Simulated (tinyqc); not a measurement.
Transient enhanced diffusion after implantation: plus-n interstitials, dissolving clusters and loss to the surface: one step, computed by the program tinyqc. Command: `OMP_NUM_THREADS=1 python tinyqc.py 3017215 3017216 out.jsonl ted walk`. One thread of a shared host (Intel(R) Xeon(R) Processor @ 2.30GHz), about 0.01 s of CPU time with the checks.

The implant leaves n Q interstitials in clusters at depth R_p. While clusters last they hold the free interstitials at a supersaturation S = C_I/C_I*; interstitials drain to the surface, and the part f_I of the dopant diffusion that uses interstitials speeds up in proportion to S.

Problem. Duration and total effect at this temperature. The clusters last tau = n Q/J. If they dissolve fully at this T, the extra budget is (D/D* - 1) D* tau.

Inputs (values chosen for the exercise, modelled on arsenic in silicon): implant dose Q = 1.5e+13 1/cm^2; interstitials kept per ion n = 1; anneal (peak) temperature T = 800 C.

Anneal: isothermal.

flux J = 4.443745e+10 1/(cm^2 s)

enhancement D/D* = 157.7813

equilibrium diffusivity D* = 1.440492e-18 cm^2/s

Give: duration tau; extra budget if complete.

Solution.

duration tau = 337.55 s

extra budget if complete = 7.6234e-14 cm^2
